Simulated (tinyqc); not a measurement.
Comparisons within one model: thresholds of impact ionisation and Auger recombination from band masses. A value that a table varies takes the place of the one given here.

Parabolic bands, no phonon. At threshold the three slow carriers share one velocity. With M their total mass and m4 the mass of the fast carrier, the fast carrier has the kinetic energy E_T = G M/(M - m4) and the slow ones together E_a = G m4/(M - m4), the activation energy of the Auger rate. CCCH (fast electron): G = Eg, M = 2 me + mh, m4 = me. CHHS (hole into the split-off band): G = Eg - Dso, M = 2 mh + me, m4 = ms; this form holds for Eg > Dso (below, the process needs about Dso - Eg and is marked by a dash). CHHL (hole into the light band): G = Eg, M = 2 mh + me, m4 = ml. CHHH (fast heavy hole): G = Eg, M = 2 mh + me, m4 = mh.

Non-parabolic fast electron: E (1 + alpha E) = c k^2/me with alpha = (1 - me)^2/Eg; the slow carriers stay parabolic, so E_T = Eg + me E_T (1 + alpha E_T)/M, M = 2 me + mh (the root between Eg and 1.9 Eg).

Constants: kB = 8.617333262e-05 eV/K; hc = 1239.841984 eV nm.

Parameters, chosen for this exercise (near those of InSb, gap at low temperature and not tied to T; shifted at random, so the results belong to these values and not to a real crystal):

| symbol | value | unit | meaning |
|---|---|---|---|
| Eg | 0.241 | eV | gap at Gamma to the s-like level |
| Dso | 0.806 | eV | spin-orbit splitting |
| me | 0.0139 | m0 | electron mass at Gamma |
| mh | 0.46 | m0 | heavy-hole mass |
| ms | 0.103 | m0 | split-off mass |
| ml | 0.0152 | m0 | light-hole mass |
| T | 300 | K | temperature |

## The gap of an alloy series

Eg is varied with me and ml proportional to it; mh, ms and Dso are kept. E_a of three processes; wavelength hc/Eg.

Results:

| Eg (eV) | wavelength (micrometre) | me | CCCH (meV) | CCCH non-parabolic (meV) | CHHS (meV) | CHHL (meV) | log10 exp(-E_a/kT), non-parabolic |
|---|---|---|---|---|---|---|---|
| 0.072 | 17.22 | 0.0042 | 0.6 | 1.3 | - | 0.4 | -0.02 |
| 0.120 | 10.33 | 0.0069 | 1.8 | 3.6 | - | 1.0 | -0.06 |
| 0.181 | 6.85 | 0.0104 | 4.0 | 8.3 | - | 2.2 | -0.14 |
| 0.241 | 5.14 | 0.0139 | 7.1 | 14.8 | - | 4.0 | -0.25 |
| 0.301 | 4.12 | 0.0174 | 10.9 | 23.2 | - | 6.2 | -0.39 |
| 0.386 | 3.21 | 0.0223 | 17.8 | 38.4 | - | 10.2 | -0.65 |
| 0.482 | 2.57 | 0.0278 | 27.5 | 60.3 | - | 16.0 | -1.01 |

E_a of CCCH goes nearly as Eg^2 (power 1.97 over the table), as both G and me grow; the non-parabolic value goes with the power 2.02, and its Boltzmann factor spans 1.0 decades; rows with E_a far above kT are formal, since phonon-assisted processes and side valleys rule there. All rows have Eg below Dso = 0.806 eV; the nearest is 0.32 eV from the CHHS resonance.

## The mass ratio

mu = me/mh is varied; thresholds in units of Eg for ionisation started by an electron, (1 + 2 mu)/(1 + mu), and by a heavy hole, (2 + mu)/(1 + mu).

Results:

| mu | electron (Eg) | hole (Eg) | electron (eV) | hole (eV) |
|---|---|---|---|---|
| 0.028 | 1.0272 | 1.9728 | 0.248 | 0.475 |
| 0.030 | 1.0291 | 1.9709 | 0.248 | 0.475 |
| 0.072 | 1.0672 | 1.9328 | 0.257 | 0.466 |
| 0.260 | 1.2063 | 1.7937 | 0.291 | 0.432 |
| 0.290 | 1.2248 | 1.7752 | 0.295 | 0.428 |
| 0.640 | 1.3902 | 1.6098 | 0.335 | 0.388 |
| 1.000 | 1.5000 | 1.5000 | 0.361 | 0.361 |

The two thresholds add up to 3 Eg in every row and are equal, 3/2 Eg, at mu = 1. The lighter carrier has the lower threshold; in the first row the two differ by 0.228 eV, which would favour one carrier in avalanche multiplication. Real ionisation rates depend on the whole band structure and can be nearly equal although the edge masses differ.

## What each parameter does

Activation energies. Each row changes one parameter from the base and keeps the others.

Results:

| case | CCCH (meV) | CCCH non-parabolic (meV) | CHHL (meV) |
|---|---|---|---|
| base | 7.07 | 14.81 | 3.99 |
| Eg = 0.2651 eV | 7.78 | 16.29 | 4.39 |
| Dso = 0.8866 eV | 7.07 | 14.81 | 3.99 |
| me = 0.0125 m0 | 6.38 | 13.30 | 3.99 |
| mh = 0.506 m0 | 6.44 | 13.43 | 3.62 |
| ms = 0.1133 m0 | 7.07 | 14.81 | 3.99 |
| ml = 0.0167 m0 | 7.07 | 14.81 | 4.39 |

The largest shifts from the base row, up to three for each result and ties (the steps differ in size, so this ranks the rows, not the parameters). CCCH (meV): Eg +0.71, me -0.69, mh -0.63; unchanged at the printed digits by Dso, ms and ml. CCCH non-parabolic (meV): me -1.52, Eg +1.48, mh -1.39; unchanged at the printed digits by Dso, ms and ml. CHHL (meV): ml +0.40, Eg +0.40, mh -0.36; unchanged at the printed digits by Dso, me and ms.

Program tinyqc; command `OMP_NUM_THREADS=1 python tinyqc.py 1850728 1850729 out.jsonl`; about 0.01 s on one thread of a shared Intel(R) Xeon(R) Processor @ 2.30GHz.
